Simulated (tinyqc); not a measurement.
What each value does: bond unit of a tetrahedral oxide and its oxygen vacancy in tight binding.

Two sp3 hybrids h1, h2 at eh = (es + 3 ep)/4 point at one oxygen with orbitals s, px, py, pz; x joins the two cations, z bisects the angle phi, and th = (180 - phi)/2. With u = hbar^2/(m d^2) = 2c/d^2, c = hbar^2/2m0: Vhs = -(1.32 + sqrt3 x 1.42) u/2 and Vhp = (1.42 + sqrt3 x 2.22) u/2. <h|s> = Vhs for both; <h1|px> = Vhp cos(th), <h2|px> = -Vhp cos(th); <h|pz> = Vhp sin(th) for both; py is a lone pair. The unit holds 8 electrons. Coupling between units, which widens the levels into bands, is left out.

Constants: hbar^2/2m0 = 3.80998211 eV angstrom^2.

Values chosen for the exercise (near tabulated values for SiO2; shifted at random, so the results belong to these values and not to a real crystal):
- es = -14.82 eV (s level of the cation)
- ep = -7.65 eV (p level of the cation)
- eos = -34.48 eV (s level of oxygen)
- eop = -16.5 eV (p level of oxygen)
- d = 1.6 angstrom (cation-oxygen distance)
- phi = 143 degrees (bond angle at oxygen)
- R = 2.62 angstrom (cation-cation distance across the vacancy)

Spacing from the highest filled to the lowest empty level, excess electrons on oxygen (their number less 6), and the vacancy bond level eh - V2 - eop, V2 = 3.22 x 2c/R^2.

One parameter was then changed.

Results before and after:

| case | spacing (eV) | excess on O | vacancy level (eV) |
|---|---|---|---|
| base | 10.4639 | 0.9974 | 3.4831 |
| changed | 10.8989 | 0.9555 | 3.4831 |

Which of these changes was made? (a) eop = -16 eV; (b) phi = 135 degrees; (c) d = 1.64 angstrom; (d) es = -14.32 eV; (e) ep = -7.15 eV; (f) R = 2.77 angstrom; (g) eos = -32.48 eV.

Answer: (b) phi = 135 degrees. Of the candidates, run in turn, only this one gives the changed row.

All candidates:

| case | spacing (eV) | excess on O | vacancy level (eV) |
|---|---|---|---|
| base | 10.4639 | 0.9974 | 3.4831 |
| es = -14.32 eV | 10.5689 | 1.0064 | 3.6081 |
| ep = -7.15 eV | 10.7798 | 1.0241 | 3.8581 |
| eos = -32.48 eV | 10.6039 | 0.9857 | 3.4831 |
| eop = -16 eV | 10.0132 | 0.9627 | 2.9831 |
| d = 1.64 angstrom | 10.1916 | 1.0275 | 3.4831 |
| phi = 135 degrees | 10.8989 | 0.9555 | 3.4831 |
| R = 2.77 angstrom | 10.4639 | 0.9974 | 3.8597 |

tinyqc: `OMP_NUM_THREADS=1 python tinyqc.py 1480305 1480306 out.jsonl`; about 0.01 s, one thread, shared Intel(R) Xeon(R) Processor @ 2.30GHz.
